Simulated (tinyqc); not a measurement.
# Rectangular fin or nanosheet with a gate all round, subbands and threshold shift from confinement: confinement against the height

Undoped body with a flat potential across it, hard walls, transport along x. One isotropic valley (g = 1, mx = my = mz = me). Non-parabolicity enters the subband edges through E (1 + al E) = gamma, so E = 2 gamma/(1 + sqrt(1 + 4 al gamma)); motion within a subband is taken as parabolic with the band-edge mass. Energies are counted from the bulk band edge.

gamma = C pi^2 [a^2/(my (t + dl)^2) + b^2/(mz (H + dl)^2)], C = hbar^2/(2 m0). Each subband has N_k = g sqrt(2 mx m0 kB T/(pi hbar^2)); without degeneracy n = exp(EF/Vt) sum N_k exp(-E_k/Vt). Classical value Nc times t H, Nc = sum over valleys of 2 g (m m0 kB T/(2 pi hbar^2))^1.5 with m = (mx my mz)^(1/3). Threshold shift dVT = Vt ln(classical value/sum N_k exp(-E_k/Vt)). With degeneracy n = sum N_k F((EF - E_k)/Vt), F(x) = (1/sqrt(pi)) int_0^infinity u^(-1/2) du/(1 + exp(u - x)); gate: Vg = EF + q n/(Cg P), P = 2 (t + H), summed over the 60 lowest subbands at most, with Vg counted from the value that would put EF at the bulk band edge of an empty body. The last two columns are for Vg = 0.5 V; sensitivity d(dVT)/dH by central differences between 0.99 and 1.01 times the value.

Inputs (values chosen for the exercise); masses close to those of In0.53Ga0.47As: temperature T = 77 K; mass at the band edge me = 0.0409 m0; non-parabolicity al = 1.3 1/eV; width (along y) t = 7.1 nm; widening of the box by penetration into the insulator dl = 0 nm; gate capacitance per area of interface Cg = 1.6 uF/cm^2.

Constants: q = 1.602176634e-19 C, kB = 1.380649e-23 J/K, hbar = 1.054571817e-34 J s, m0 = 9.1093837015e-31 kg, Vt = kB T/q, hbar^2/(2 m0) = 0.0380998212 eV nm^2. Results are converted to the units shown.

Confinement against the height:

| H (nm) | E_1 (meV) | gap to the next edge (meV) | dVT (mV) | sensitivity (mV/nm) | n/P (cm^-2) | share of the lowest subband (%) |
|---|---|---|---|---|---|---|
| 4.3 | 434.4 | 225.8 | 407.4 | -107.1 | 4.234e11 | 100.0 |
| 5.9 | 316.4 | 254.1 | 291.6 | -48.01 | 8.106e11 | 100.0 |
| 8.1 | 244.7 | 218.9 | 222.0 | -20.33 | 8.853e11 | 99.99 |
| 11 | 204.2 | 133.7 | 183.5 | -8.423 | 1.159e12 | 66.60 |
| 15 | 180.8 | 78.01 | 162.1 | -3.265 | 1.252e12 | 52.44 |
| 21 | 167.0 | 42.01 | 150.6 | -1.075 | 1.400e12 | 36.79 |
| 29 | 160.0 | 22.69 | 145.6 | -0.3522 | 1.509e12 | 26.30 |
| 40 | 156.3 | 12.12 | 143.2 | -0.1316 | 1.581e12 | 19.06 |

Read the table: what changes, and by how much?

As H grows from 4.3 to 40 nm, E_1 falls from 434 to 156 meV and dVT falls from 407 to 143 mV. E_1 goes as H^(-1.00) at the thin end; an error of 0.2 nm moves the threshold by 21 mV in the first row and 0.026 mV in the last. The charge per interface area rises from 4.23e11 to 1.58e12 cm^-2. For H = 11, 15, 21, 29, 40 the charge in the last two columns would bend the potential across the body by some 30 mV or more, which is left out.

Range of the model: Non-parabolicity also makes carriers heavier within each subband, which is left out, so densities of states are understated at high energy.

Program tinyqc, `OMP_NUM_THREADS=1 python tinyqc.py 2350104 2350105 out.jsonl`; Intel Xeon 2.30GHz, shared host, one thread, about 0.1 s.
